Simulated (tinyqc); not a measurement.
What moves the results: short-period [001] superlattice in sp3s* tight binding. A value that a table varies takes the place of the one given here.

Planes alternate anion, cation along [001], a/4 apart; at zero in-plane momentum s, pz, s* form one block. All levels of A are shifted so that its Ev (lower root of [[Epa, Vxx], [Vxx, Epc]]) is 0, and those of B so that its Ev is -dEv. A monolayer is an anion plane and the cation plane above it; an anion between unlike cations takes the mean of the two anion levels; each bond takes the couplings of its cation. Block from an anion to the cation above: U with Vss/2 (s,s), Vsapc/2 (s,z), -Vscpa/2 (z,s), Vxx/2 (z,z), Vxapc/2 (s*,z), -Vpaxc/2 (z,s*); to the cation below: the same with the s-z and s*-z signs reversed. The cell of n + m monolayers is closed with the phase exp(2 pi i q). No spin-orbit coupling. In this block 2 (n + m) levels are filled.

For the two lowest empty levels at q = 0: energy, share of the cation weight on A, and Gamma character, the share of the cation amplitudes with Fourier index |j|/(n + m) < 1/4 along the stack (near 1: Gamma-like, near 0: folded from X).

Values chosen for the exercise (A near a published set for GaAs, B for AlAs; shifted at random, so the results belong to these values and not to a real crystal): pA = (-8.345, 1.039, -2.661, 3.673, 8.605, 6.721, -6.462, 1.959, 5.09, 4.475, 5.784, 4.85, 4.799) eV (order Esa, Epa, Esc, Epc, Exa, Exc, Vss, Vxx, Vxy, Vsapc, Vscpa, Vxapc, Vpaxc); pB = (-7.516, 0.982, -1.163, 3.58, 7.471, 6.736, -6.648, 1.883, 4.281, 5.118, 5.494, 4.534, 4.999) eV (the same for B); dEv = 0.43 eV (valence offset: Ev(B) lies this far below Ev(A)); a = 5.65 angstrom (lattice constant, taken common; strain is left out); nw = 9 (monolayers of A); n2 = 13 (monolayers of A); m2 = 7 (monolayers of B).

## Equal layers of growing thickness

n = m.

Lowest empty levels:

| n = m | layer (angstrom) | E1 (eV) | on A | Gamma | E2 (eV) | on A | Gamma |
|---|---|---|---|---|---|---|---|
| 2 | 5.7 | 1.9300 | 0.51 | 0.12 | 1.9888 | 0.67 | 0.83 |
| 3 | 8.5 | 1.9169 | 0.25 | 0.00 | 1.9462 | 0.77 | 0.95 |
| 4 | 11.3 | 1.8794 | 0.39 | 0.32 | 1.9250 | 0.60 | 0.76 |
| 6 | 16.9 | 1.8278 | 0.83 | 0.89 | 1.8673 | 0.11 | 0.13 |
| 8 | 22.6 | 1.7668 | 0.93 | 0.99 | 1.8538 | 0.01 | 0.01 |
| 10 | 28.2 | 1.7208 | 0.96 | 0.99 | 1.8502 | 0.00 | 0.00 |
| 12 | 33.9 | 1.6878 | 0.97 | 1.00 | 1.8468 | 0.01 | 0.00 |
| 14 | 39.5 | 1.6638 | 0.98 | 1.00 | 1.8432 | 0.01 | 0.00 |
| 18 | 50.9 | 1.6323 | 0.99 | 1.00 | 1.8097 | 0.96 | 0.98 |

What can be read from the table?

At zero in-plane momentum (the in-plane X valleys are left out) the lowest level is X-like for n = 2, 3 and 4 and Gamma-like for the others (a Gamma weight between about 0.35 and 0.65 marks an even mixture, at the crossover). Thin layers push the light Gamma electron up past the heavy X electron, whose share on A runs from 0.25 to 0.51, so for n = 3 it lies apart from the holes in A (type II); the crossover lies between n = 4 and 6. The crossover moves with dEv and with the electron mass, which this model makes too heavy, so it comes at thinner layers than in the real system. At n = 18 the lowest level lies 0.071 eV above the lowest bulk edge of the two crystals, with 99 % of its cation weight on A.

## Miniband width against barrier thickness

nw monolayers of A and m of B; lowest empty level at q = 0 and q = 1/2. The decay constant is ln(width(4)/width(6)) over two monolayers, each a/2 thick.

Lowest miniband:

| m | E(q = 0) (eV) | E(q = 1/2) (eV) | width (meV) | Gamma character |
|---|---|---|---|---|
| 1 | 1.6329 | 1.8478 | 214.886 | 0.98 |
| 2 | 1.6794 | 1.8079 | 128.523 | 0.99 |
| 3 | 1.7056 | 1.7814 | 75.763 | 0.99 |
| 4 | 1.7207 | 1.7667 | 46.000 | 0.99 |
| 5 | 1.7302 | 1.7569 | 26.685 | 0.99 |
| 6 | 1.7355 | 1.7517 | 16.228 | 0.99 |
| 8 | 1.7407 | 1.7464 | 5.658 | 0.99 |

decay constant = 0.1844 1/angstrom

What can be read from the table?

The width falls from 214.9 to 5.66 meV, as exp(-kappa d) with kappa = 0.184 1/angstrom, which stands for the decay constant of the barrier at this energy: each monolayer costs a factor 1.68. The level at q = 0 rises by 108 meV towards that of a single well.

## What each change does

A cell with n = n2 and m = m2. Each row changes one parameter from the base and keeps the others.

Results:

| case | E1 (eV) | A share 1 | Gamma 1 | E2 (eV) | A share 2 | Gamma 2 |
|---|---|---|---|---|---|---|
| base | 1.6725 | 0.97 | 1.00 | 1.8562 | 0.03 | 0.01 |
| n2 = 15 | 1.6524 | 0.98 | 1.00 | 1.8550 | 0.10 | 0.07 |
| m2 = 9 | 1.6741 | 0.97 | 1.00 | 1.8511 | 0.01 | 0.00 |
| dEv = 0.53 eV | 1.6684 | 0.97 | 1.00 | 1.7579 | 0.01 | 0.00 |

What does this show?

The largest shifts from the base row, up to three for each result and ties (the steps differ in size, so this ranks the rows, not the parameters). E1 (eV): n2 -0.0201, dEv -0.0041, m2 +0.0016. A share 1: n2 +0.01; unchanged at the printed digits by m2 and dEv. Gamma 1: unchanged at the printed digits by n2, m2 and dEv. E2 (eV): dEv -0.0982, m2 -0.0051, n2 -0.0012. A share 2: n2 +0.07, m2 -0.02, dEv -0.01. Gamma 2: n2 +0.06, dEv -0.01, m2 -0.01.

Run: tinyqc, `OMP_NUM_THREADS=1 python tinyqc.py 1450533 1450534 out.jsonl`; Intel(R) Xeon(R) Processor @ 2.30GHz, one thread, shared host; about 0.3 s of CPU time with all checks.
